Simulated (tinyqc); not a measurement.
# Long-channel MOSFET, surface-potential model: what changes with what

n-channel transistor on a uniformly doped p-type body, gradual-channel approximation, constant mobility, Boltzmann statistics, full ionisation. Potentials are counted from the neutral body; V is the electron quasi-Fermi potential, Vsb at the source and Vsb + Vds at the drain. Charges are magnitudes per area.

Values chosen for this exercise; material values close to those of silicon:
```
symbol    value        unit                                      meaning
T           325           K                                  temperature
Eg         1.13          eV                                     band gap
eps_r      11.7               relative permittivity of the semiconductor
Nc      3.19e19       cm^-3       conduction-band density of states at T
Nv      2.99e19       cm^-3          valence-band density of states at T
Na       8.2e17       cm^-3                 acceptor density of the body
eox        24.9              relative permittivity of the gate insulator
tox          24          nm                          insulator thickness
Vfb       -0.82           V                            flat-band voltage
mu          110  cm^2/(V s)                             channel mobility
W            10          um                                   gate width
L             2          um                                  gate length
Vsb           0           V                     source-body reverse bias
Vgs        1.52           V                          gate-source voltage
Vds        0.05           V                         drain-source voltage
```

Constants: q = 1.602176634e-19 C, kB = 1.380649e-23 J/K, Vt = kB T/q, eps0 = 8.8541878128e-14 F/cm where lengths are in cm. Results are converted to the units shown.

Each table varies one quantity; the others keep the values above.

## Output curve

ni = sqrt(Nc Nv) exp(-Eg/(2 Vt)), Eg in volts; phiF = Vt ln(Na/ni); Cox = eps0 eox/tox; gamma = sqrt(2 q eps0 eps_r Na)/Cox. The surface potential psi at channel potential V solves Vgs + Vsb - Vfb - psi = gamma sqrt(G), G = psi - Vt + Vt exp((psi - 2 phiF - V)/Vt). Charge sheet: Qi = Cox gamma [sqrt(G) - sqrt(psi - Vt)]; I = mu (W/L) [integral of Qi dpsi from psi_0 to psi_L (drift) + Vt (Qi0 - QiL) (diffusion)], with psi_0 at V = Vsb and psi_L at V = Vsb + Vds. Pao-Sah: Qi(V) = (Cox gamma/2) integral from 3 Vt to psi of exp((u - 2 phiF - V)/Vt)/sqrt(G(u, V)) du, and I = mu (W/L) integral of Qi dV from Vsb to Vsb + Vds. Square law: VT = Vfb + 2 phiF + gamma sqrt(2 phiF + Vsb), m = 1 + gamma/(2 sqrt(2 phiF + Vsb)), I = mu Cox (W/L) [(Vgs - VT) v - m v^2/2] with v the smaller of Vds and (Vgs - VT)/m, and zero below VT.

In this table Vgs = 1.52 V.

Output curve:
```
Vds (V)  psi_L (V)  QiL (nC/cm^2)  I, charge sheet (uA)  I, Pao-Sah (uA)  I, square law (uA)
0.11         1.169          518.8                 34.65            35.39               44.20
0.23         1.279          390.6                 64.31            65.69               83.39
0.35         1.387          266.8                 85.73            87.57               113.2
0.47         1.490          150.1                 99.28            101.4               133.5
0.59         1.578          50.40                 105.7            107.9               144.4
0.71         1.620          3.171                 107.0            109.3               146.5
0.83         1.623        0.04832                 107.1            109.4               146.5
0.95         1.623       6.667e-4                 107.1            109.4               146.5
1.07         1.623       9.185e-6                 107.1            109.4               146.5
```

The Pao-Sah current rises from 35.4 to 109 uA, while the charge at the drain end falls from 519 to 9.19e-6 nC/cm^2. The current first comes within 1 % of its last value at Vds = 0.71 V among the rows listed; the square law saturates at (Vgs - VT)/m = 0.669 V. Over the last two rows psi_L moves by less than 1 mV: the drain has lost hold of the surface potential, so the current no longer grows. In the last row the charge sheet is 2.1 % below Pao-Sah and the square law 34 % above it. In every row the surface electron density at the source passes 0.3 Nc, where degeneracy and quantisation, left out here, matter.

## Effect of the insulator thickness

VT = Vfb + 2 phiF + gamma sqrt(2 phiF + Vsb), m = 1 + gamma/(2 sqrt(2 phiF + Vsb)). The swing is 20 mV/log10[I(VT - 0.14 V)/I(VT - 0.16 V)] of the charge-sheet current at the given Vds.

Results:
```
tox (nm)  gamma (V^0.5)  VT (V)      m  swing (mV/decade)  I at Vgs, Vds (uA)
8                0.1893  0.2890  1.098              72.84               73.36
11               0.2603  0.3573  1.135              75.48               50.44
15               0.3550  0.4485  1.184              79.00               33.92
20               0.4733  0.5624  1.246              83.38               22.43
36               0.8519  0.9269  1.442              97.44               6.987
48                1.136   1.200  1.590              108.1               2.326
```

Estimate the missing row, tox = 26 nm.

Computed row:
```
tox (nm)  gamma (V^0.5)  VT (V)      m  swing (mV/decade)  I at Vgs, Vds (uA)
26               0.6153  0.6991  1.320              88.64               14.41
```

With this row back in the table: As tox goes from 8 to 48 nm, VT rises from 0.289 to 1.20 V, the swing rises from 72.8 to 108 mV a decade and the current falls from 73.4 to 2.33 uA. The swing is 2.8 % above m Vt ln 10 in the first row and 5.5 % above it in the last. In every row the surface electron density at the source passes 0.3 Nc, where degeneracy and quantisation, left out here, matter.

Program tinyqc, `OMP_NUM_THREADS=1 python tinyqc.py 2360139 2360140 out.jsonl`; Intel Xeon 2.30GHz, shared host, one thread, about 0.06 s.
